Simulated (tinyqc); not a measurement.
Voltage acceleration of oxide breakdown, four models on the same data: one step of the calculation.

Field E = V/tox in MV/cm. Models: ln(t63/1 s) = a - c X with X = E (E model), -1/E (1/E model), ln V (power law, c the exponent n) or sqrt(E).

Question. Fitting the models. The three stress times were made with the 1/E model, c = 424, and are treated as data. For each model fit ln t63 on X by least squares over the three points.

Values chosen for this exercise: oxide thickness tox = 5.3 nm.

```
stress,V (V),t63 (s)
0,5.13,2.394e5
1,6.09,240
2,7.21,0.7777
```

Give: c; a; largest misfit in ln t63 (0: below 0.002).

Answer.

```
model,c,a,largest misfit in ln t63 (0: below 0.002)
E,3.206,43.03,0.7137
1/E,424.0,-31.42,0.0000
power,37.14,72.93,0.3574
sqrt E,21.86,80.13,0.5363
```

The worst misfit of any model is 0.71 in ln t63, a factor of 2.04 in time, comparable to the scatter of t63 from small samples, so such data hardly tell the models apart.

Range of the model: All four laws are empirical fits; none is established far below the stress range.

Program tinyqc, `OMP_NUM_THREADS=1 python tinyqc.py 2070103 2070104 out.jsonl`; Intel Xeon 2.30GHz, shared host, one thread, about 0.01 s.
